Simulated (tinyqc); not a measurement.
A particle near a wafer in liquid: double-layer and van der Waals forces (DLVO), deposition barrier and removal: one step, computed by the program tinyqc. Command: `OMP_NUM_THREADS=1 python tinyqc.py 3113107 3113108 out.jsonl dlvo walk`. One thread of a shared host (Intel(R) Xeon(R) Processor @ 2.30GHz), about 0.01 s of CPU time with the checks.

Sphere and flat wall, Derjaguin approximation, constant potentials in the linear-superposition form, no retardation and no hydration force.

Problem. Removing an attached particle. Adhesion F_a = A R/(6 h0^2) [1 + a^2/(R h0)] - kappa Z R exp(-kappa h0), a the contact radius. Drag in a shear flow F_d = 1.7 x 6 pi mu R^2 G, acting at 1.4 R; rolling starts when 1.4 R F_d = a F_a. Wall shear stress = mu G.

Inputs (values chosen for the exercise, of the order of those for silica on silica in water):

| quantity | value | unit |
|---|---|---|
| particle radius R | 41 | nm |
| Hamaker constant A | 4.6e-21 | J |
| temperature T | 298 | K |
| contact distance h0 | 0.4 | nm |
| contact radius over R | 0.13 | - |
| viscosity | 0.82 | mPa s |

kappa = 0.1139749 1/nm

Z = 8.240314 pN

Give: van der Waals adhesion; net adhesion F_a; wall shear stress for rolling; shear rate G.

Solution.

van der Waals adhesion = 536.8 pN

net adhesion F_a = 500.0 pN

wall shear stress for rolling = 861.9 Pa

shear rate G = 1.051e+06 1/s
